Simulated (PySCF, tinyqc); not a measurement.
Inside a calculation. Method: RHF in the sto-3g basis, for BeH+, spin multiplicity 1. The lowest restricted solution is unstable here: a spin-polarised one lies 0.0083 hartree lower (PySCF). One step of it, computed by the program tinyqc.

Task: Iteration 3: building the Fock matrix. J_ij = sum D_kl (ij|kl), K_ij = sum D_kl (ik|jl); F = H + J - 0.5 K; E = tr D H + tr D J / 2 - 0.25 tr D K + E_nn.

D after iteration 2:
```
,1Be 1s,1Be 2s,1Be 2px,1Be 2py,1Be 2pz,2H 1s
1Be 1s,2.047328,-0.197869,0.000000,0.000000,-0.119438,-0.198849
1Be 2s,-0.197869,0.829270,0.000000,0.000000,0.377000,0.641244
1Be 2px,0.000000,0.000000,0.000000,0.000000,0.000000,0.000000
1Be 2py,0.000000,0.000000,0.000000,0.000000,0.000000,0.000000
1Be 2pz,-0.119438,0.377000,0.000000,0.000000,0.171825,0.292196
2H 1s,-0.198849,0.641244,0.000000,0.000000,0.292196,0.496900
```

core Hamiltonian H = T + V (hartree):
```
,1Be 1s,1Be 2s,1Be 2px,1Be 2py,1Be 2pz,2H 1s
1Be 1s,-8.153779,-2.006652,0.000000,0.000000,-0.009485,-0.179455
1Be 2s,-2.006652,-2.384682,0.000000,0.000000,-0.095550,-0.620626
1Be 2px,0.000000,0.000000,-1.894511,0.000000,0.000000,0.000000
1Be 2py,0.000000,0.000000,0.000000,-1.894511,0.000000,0.000000
1Be 2pz,-0.009485,-0.095550,0.000000,0.000000,-1.960465,-0.741969
2H 1s,-0.179455,-0.620626,0.000000,0.000000,-0.741969,-1.612284
```

Two-electron integrals (ij|kl) in chemists' order, unique and non-zero (hartree):
```
i,j,k,l,(ij|kl)
1,1,1,1,2.298831
2,1,1,1,0.392036
2,1,2,1,0.079539
2,2,1,1,0.570988
2,2,2,1,0.143041
2,2,2,2,0.417683
3,1,3,1,0.014607
3,2,3,1,0.021888
3,2,3,2,0.092265
3,3,1,1,0.569578
3,3,2,1,0.143083
3,3,2,2,0.417589
3,3,3,3,0.449859
4,1,4,1,0.014607
4,2,4,1,0.021888
4,2,4,2,0.092265
4,3,4,3,0.024249
4,4,1,1,0.569578
4,4,2,1,0.143083
4,4,2,2,0.417589
4,4,3,3,0.401360
4,4,4,4,0.449859
5,1,5,1,0.014607
5,2,5,1,0.021888
5,2,5,2,0.092265
5,3,5,3,0.024249
5,4,5,4,0.024249
5,5,1,1,0.569578
5,5,2,1,0.143083
5,5,2,2,0.417589
5,5,3,3,0.401360
5,5,4,4,0.401360
5,5,5,5,0.449859
6,1,1,1,0.033926
6,1,2,1,0.006881
6,1,2,2,0.012496
6,1,3,3,0.012416
6,1,4,4,0.012416
6,1,5,1,0.000624
6,1,5,2,0.001176
6,1,5,5,0.012662
6,1,6,1,0.000625
6,2,1,1,0.112200
6,2,2,1,0.028679
6,2,2,2,0.095503
6,2,3,3,0.091568
6,2,4,4,0.091568
6,2,5,1,0.003665
6,2,5,2,0.025355
6,2,5,5,0.103275
6,2,6,1,0.002749
6,2,6,2,0.037695
6,3,3,1,0.002191
6,3,3,2,0.011201
6,3,5,3,0.004024
6,3,6,3,0.002774
6,4,4,1,0.002191
6,4,4,2,0.011201
6,4,5,4,0.004024
6,4,6,4,0.002774
6,5,1,1,0.132924
6,5,2,1,0.034295
6,5,2,2,0.118998
6,5,3,3,0.112165
6,5,4,4,0.112165
6,5,5,1,0.005761
6,5,5,2,0.038796
6,5,5,5,0.132534
6,5,6,1,0.003384
6,5,6,2,0.052453
6,5,6,5,0.074245
6,6,1,1,0.286365
6,6,2,1,0.074267
6,6,2,2,0.277734
6,6,3,3,0.259527
6,6,4,4,0.259527
6,6,5,1,0.009347
6,6,5,2,0.087854
6,6,5,5,0.313752
6,6,6,1,0.007163
6,6,6,2,0.149209
6,6,6,5,0.217270
6,6,6,6,0.774606
```

nuclear repulsion = 1.14664618 hartree

Give: Coulomb J; exchange K; Fock matrix F; total energy of this density.

Result:

Coulomb J (hartree):
```
,1Be 1s,1Be 2s,1Be 2px,1Be 2py,1Be 2pz,2H 1s
1Be 1s,5.473,1.005,0.000,0.000,0.025,0.089
1Be 2s,1.005,1.856,0.000,0.000,0.163,0.486
1Be 2px,0.000,0.000,1.832,0.000,0.000,0.000
1Be 2py,0.000,0.000,0.000,1.832,0.000,0.000
1Be 2pz,0.025,0.163,0.000,0.000,1.894,0.625
2H 1s,0.089,0.486,0.000,0.000,0.625,1.606
```

exchange K (hartree):
```
,1Be 1s,1Be 2s,1Be 2px,1Be 2py,1Be 2pz,2H 1s
1Be 1s,4.616,0.802,0.000,0.000,-0.004,0.069
1Be 2s,0.802,0.613,0.000,0.000,0.325,0.444
1Be 2px,0.000,0.000,0.119,0.000,0.000,0.000
1Be 2py,0.000,0.000,0.000,0.119,0.000,0.000
1Be 2pz,-0.004,0.325,0.000,0.000,0.337,0.404
2H 1s,0.069,0.444,0.000,0.000,0.404,0.783
```

Fock matrix F (hartree):
```
,1Be 1s,1Be 2s,1Be 2px,1Be 2py,1Be 2pz,2H 1s
1Be 1s,-4.989,-1.402,0.000,0.000,0.018,-0.125
1Be 2s,-1.402,-0.836,0.000,0.000,-0.095,-0.357
1Be 2px,0.000,0.000,-0.122,0.000,0.000,0.000
1Be 2py,0.000,0.000,0.000,-0.122,0.000,0.000
1Be 2pz,0.018,-0.095,0.000,0.000,-0.235,-0.319
2H 1s,-0.125,-0.357,0.000,0.000,-0.319,-0.398
```

total energy of this density = -14.60511 hartree
